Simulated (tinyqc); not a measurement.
# Potential step from the flux

Problem. On one interval J = (q mu Vt/hx) [nb B(d) - na B(-d)], B(d) = d/(exp(d) - 1), d = (psi_b - psi_a)/Vt. Find psi_b - psi_a, and the step at which J would vanish.

Inputs (values chosen for the exercise): temperature T = 400 K; electron mobility mu = 3850 cm^2/(V s); density at the left node na = 1.3e14 cm^-3; density at the right node nb = 9.5e15 cm^-3; node spacing hx = 190 nm.

Constants: q = 1.602176634e-19 C, kB = 1.380649e-23 J/K, Vt = kB T/q. Results are converted to the units shown.

J = 539.11774 A/cm^2

Solution. B(d) falls and B(-d) rises with d, so J falls steadily with the step and one value matches. J = 0 needs nb/na = exp(d), the Boltzmann ratio.

psi_b - psi_a = 0.1240 V
step for J = 0 = 0.1479 V

Computed by the program tinyqc: `OMP_NUM_THREADS=1 python tinyqc.py 2220044 2220045 out.jsonl`, one thread of a shared Intel Xeon 2.30GHz, about 0.01 s for the whole run.
